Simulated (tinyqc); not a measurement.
# All-pass ring resonator: effect of the power coupling

A ring of length L = 2 pi Rr coupled to one bus waveguide: round-trip amplitude a = 10^(-al L/20), self-coupling t = sqrt(1 - k2). At detuning d from the resonance the round-trip phase is p = 2 pi d/FSR and the transmission T = (a^2 - 2 a t cos p + t^2)/(1 - 2 a t cos p + a^2 t^2). Lossless coupler, linear absorption only.

FSR = lam^2/(ng L), finesse F = pi sqrt(a t)/(1 - a t), FWHM = FSR/F, Q = lam/FWHM, Tmin = (a - t)^2/(1 - a t)^2, power build-up k2 a^2/(1 - a t)^2, optical bandwidth c/(lam Q).

Values chosen for this exercise; values close to those of silicon waveguides: cold resonance wavelength lam = 1550 nm; ring radius Rr = 15 um; group index ng = 4.16; propagation loss al = 21 dB/cm.

Constants: c = 299792458 m/s. Results are converted to the units shown.

The same in every row: a = 0.97747.

Results:
```
k2            t       Q      Tmin  build-up  bandwidth (GHz)
0.0056  0.99720   31048   0.60930    8.3792           6.2296
0.0095  0.99524   28834   0.42723    12.284           6.7079
0.016   0.99197   25757   0.22769    16.563           7.5092
0.028   0.98590   21484  0.053892    20.291           9.0026
0.081   0.95864   12219  0.089436    19.529           15.828
0.14    0.92736  8089.2   0.28703    15.291           23.910
0.23    0.87750  5172.9   0.49379    10.857           37.390
0.4     0.77460  2847.3   0.69785    6.4800           67.930
```

Estimate the missing row, k2 = 0.047.

Computed row:
```
k2           t      Q       Tmin  build-up  bandwidth (GHz)
0.047  0.97622  16958  7.5050e-4    21.431           11.406
```

With this row back in the table: As k2 goes from 0.0056 to 0.4, Q falls from 31000 to 2850, Tmin goes from 0.609 through a minimum of 7.51e-4 (at k2 = 0.047 among the rows listed) to 0.698 and the build-up goes from 8.38 through a maximum of 21.4 (at k2 = 0.047 among the rows listed) to 6.48. The ring is overcoupled (t < a) in 5 of the 9 rows; the dip is deepest where t and a cross.

Computed by the program tinyqc: `OMP_NUM_THREADS=1 python tinyqc.py 2650104 2650105 out.jsonl`, one thread of a shared Intel Xeon 2.30GHz, about 0.01 s for the whole run.
